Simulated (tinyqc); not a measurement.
Changing the time t: growth of a silicide layer between metal and silicon: linear-parabolic kinetics, ramp anneals and Kissinger analysis. Computed by tinyqc, a small Python program. Command: `OMP_NUM_THREADS=1 python tinyqc.py 3012393 3012394 out.jsonl silicide sweep`. One thread of a shared host (Intel(R) Xeon(R) Processor @ 2.30GHz), about 0.07 s of CPU time with the checks.

One compound layer of thickness x grows by diffusion through itself and reaction at an interface, dx/dt = 1/(2x/K + 1/v), until the metal is used up at x = a h.

Inputs (values chosen for the exercise, modelled on CoSi2): metal thickness h = 10 nm; silicide formed per metal thickness a = 3.52; prefactor of the parabolic constant K = 3.1e+14 nm^2/s; activation energy E of K = 2.26 eV; prefactor of the interface velocity v = 7.3e+14 nm/s; activation energy E_v = 2.49 eV; temperature T = 585 C.

Constants: k_B = 8.617333262e-05 eV/K.

Method:
- The silicide ends at the thickness a h.
- K = K0 exp(-E/(k_B T)), v = v0 exp(-E_v/(k_B T)).
- Temperatures in kelvin are T(C) + 273.15.
- x^2/K + x/v = t, so x = (K/(2v)) [sqrt(1 + 4 v^2 t/K) - 1], capped at a h; completion time t_c = (a h)^2/K + a h/v, a h being the final thickness; crossover thickness K/v.

One run for each value:
```
time t (s)  thickness at time t (nm)
0.3                             0.50
0.95                            1.43
3                               3.74
9.5                             8.65
30                             18.02
95                             35.17
300                            35.20
950                            35.20
3000                           35.20
```

Over the rows, thickness at time t (nm) rises from 0.495 to 35.2, flat over part of the range. At the high end the exponent of thickness at time t is 0.00, close to 0: the metal is used up. Growth is linear well below the crossover thickness K/v, would be parabolic well above it, and ends at a h = 35.2 nm.

Caution (all rows): a disilicide really forms through metal-rich phases and by nucleation, not as one layer from the metal.

Extremes, crossings and ranges named in words are read from the listed rows.
